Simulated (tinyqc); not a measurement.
Undoped symmetric double-gate MOSFET, analytic potential model: two steps of the calculation.

An undoped body of thickness ts between two equal insulators and tied gates; long channel, electrons only, n = ni exp((psi - V)/Vt) with V the quasi-Fermi potential (0 at the source, Vd at the drain), constant mobility, no quantisation. Across the body psi(x) = V - 2 Vt ln[(ts/(2 beta)) sqrt(q ni/(2 eps0 eps_r Vt)) cos(2 beta x/ts)], x from the centre. Q is the electron charge per area of the whole body.

Parameters, values chosen for the exercise; material values close to those of In0.53Ga0.47As: temperature T = 250 K; band gap Eg = 0.735 eV; relative permittivity of the semiconductor eps_r = 14; conduction-band density of states at T Nc = 1.62e17 cm^-3; valence-band density of states at T Nv = 5.78e18 cm^-3; relative permittivity of the gate insulator eox = 22; insulator thickness tox = 10 nm; body thickness ts = 25 nm; gate work function less that of the intrinsic body dphi = 0.1 V.

Constants: q = 1.602176634e-19 C, kB = 1.380649e-23 J/K, Vt = kB T/q, eps0 = 8.8541878128e-14 F/cm where lengths are in cm. Results are converted to the units shown.

Question 1. Constants of the body. ni = sqrt(Nc Nv) exp(-Eg/(2 Vt)), Eg in volts; r = eps_r tox/(eox ts); V0 = dphi + 2 Vt ln[(2/ts) sqrt(2 eps0 eps_r Vt/(q ni))].

Wanted: ni; r; V0.

Answer 1.

ni = 3.778e10 cm^-3
r = 0.2545
V0 = 0.4349 V

Question 2. Potential and electron density across the body at the source. psi(x) as above with V = 0 and beta = beta_s; n = ni exp(psi/Vt).

x/ts, point 0 to 6: 0  0.1  0.2  0.3  0.4  0.45  0.5
beta_s = 1.5012423
ni = 3.7778742e10 cm^-3

Wanted: psi; n.

Answer 2.

```
point  psi (V)  n (cm^-3)
0       0.3524   4.808e17
1       0.3544   5.269e17
2       0.3607   7.064e17
3       0.3730   1.247e18
4       0.3963   3.681e18
5       0.4181   1.013e19
6       0.4673   9.955e19
```

The density at the surface is 207 times that at the centre (1/cos^2 beta). It reaches 610 Nc, where Boltzmann statistics overestimate it.

Numbers from tinyqc (`OMP_NUM_THREADS=1 python tinyqc.py 2440059 2440060 out.jsonl`; about 0.01 s on one thread of a shared Intel Xeon 2.30GHz).
